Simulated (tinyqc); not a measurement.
# Capacitances against the relative permittivity between the lines

Endless row of lines of width wl, height tl and space sl between grounded planes at distance hd; e2 fills the gaps beside the lines, e1 the rest. Laplace's equation is solved on meshes of 3, 6 and 12 steps per unit u and extrapolated (Aitken), which is good to about 0.2 %. C_even (all lines at 1 V) is the capacitance Cg to the planes; C_odd (neighbours in antiphase) = Cg + 4 Cc if only nearest neighbours couple, which defines Cc; total with quiet neighbours Cg + 2 Cc. Plate values 2 eps0 e1 wl/hd and eps0 e2 tl/sl.

Values chosen for this exercise:
- e1 = 2.7 (relative permittivity above and below the lines)
- wl = 6 u (line width, in units u)
- tl = 6 u (line height)
- sl = 6 u (space between lines)
- hd = 4 u (distance to each plane)

Constants: eps0 = 8.8541878128e-12 F/m. Results are converted to the units shown.

The same in every row: plate Cg (aF/um) = 71.7.

Results:
```
e2,Cg (aF/um),Cc (aF/um),Cg + 2 Cc (aF/um),C_odd (aF/um),plate Cc (aF/um),"share of coupling, 2 Cc/(Cg + 2 Cc) (%)"
1,119,10.1,139,159,8.85,14.5
1.5,122,14.0,150,178,13.3,18.7
2,124,18.0,160,196,17.7,22.5
2.5,126,22.1,171,215,22.1,26.0
3,128,26.3,180,233,26.6,29.1
3.9,130,33.9,198,266,34.5,34.3
7,134,60.6,256,377,62.0,47.4
```

Estimate the missing row, e2 = 5.

Computed row:
```
e2,Cg (aF/um),Cc (aF/um),Cg + 2 Cc (aF/um),C_odd (aF/um),plate Cc (aF/um),"share of coupling, 2 Cc/(Cg + 2 Cc) (%)"
5,132,43.3,219,305,44.3,39.6
```

With this row back in the table: As e2 goes from 1 to 7, Cg rises from 119 to 134 aF/um, Cc rises from 10.1 to 60.6 aF/um and the share of coupling rises from 14.5 to 47.4 %. Cg is 1.66 times its plate value in the first row and 1.87 times in the last; for Cc the ratios are 1.14 and 0.978. Neighbours in antiphase raise the load by a factor of 1.15 and 1.47 over quiet ones.

Program tinyqc, `OMP_NUM_THREADS=1 python tinyqc.py 2790215 2790216 out.jsonl`; Intel Xeon 2.30GHz, shared host, one thread, about 0.5 s.
